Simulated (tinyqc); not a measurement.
One level coupled to a phonon between two leads, self-consistent Born approximation: one step of the calculation.

Wide-band leads with mu_L = +V/2 and mu_R = -V/2; phonons in equilibrium, Nq = 1/(exp(w0/kB T) - 1). Scattering links only energies that differ by w0, so a ladder E_k = E1 + k w0 closes on itself; terms that reach past its ends are dropped. Gn and Gp are the electron and hole parts of the spectral function A = Gn + Gp.

Task. Green functions. |G|^2 = 1/[(E - ed)^2 + (GL + GR + Sin + Sout)^2/4], Gn = |G|^2 (GL fL + GR fR + Sin), Gp = |G|^2 (GL (1 - fL) + GR (1 - fR) + Sout), f = 1/(1 + exp((E - mu)/kB T)). On a single ladder the real part of the phonon self-energy, which needs all energies, is left out.

Values chosen for this exercise: temperature of leads and phonons T = 150 K; level ed = 19 meV; coupling to the left lead GL = 17 meV; coupling to the right lead GR = 26 meV; bias V = 33 mV.

Constants: q = 1.602176634e-19 C, kB = 1.380649e-23 J/K, Vt = kB T/q. Results are converted to the units shown.

| rung | E (meV) | Sin (meV) | Sout (meV) |
|---|---|---|---|
| 0 | -43 | 0.89008835 | 0.047131704 |
| 1 | -7 | 0.43793559 | 0.21003345 |
| 2 | 29 | 0.062590780 | 0.80995362 |
| 3 | 65 | 0.025634166 | 2.8991545 |
| 4 | 101 | 4.7225380e-4 | 0.75115481 |

Give: Gn after iteration 2; Gp after iteration 2.

Result.

| rung | Gn after iteration 2 (1/meV) | Gp after iteration 2 (1/meV) |
|---|---|---|
| 0 | 0.009420 | 7.352e-4 |
| 1 | 0.02039 | 0.01749 |
| 2 | 0.009451 | 0.06603 |
| 3 | 1.751e-4 | 0.01720 |
| 4 | 3.887e-6 | 0.006071 |

Range of the model: The self-consistent Born approximation keeps only non-crossing phonon lines and no Hartree shift; it is rough once the coupling nears the phonon energy.

Numbers from tinyqc (`OMP_NUM_THREADS=1 python tinyqc.py 2720014 2720015 out.jsonl`; about 0.06 s on one thread of a shared Intel Xeon 2.30GHz).
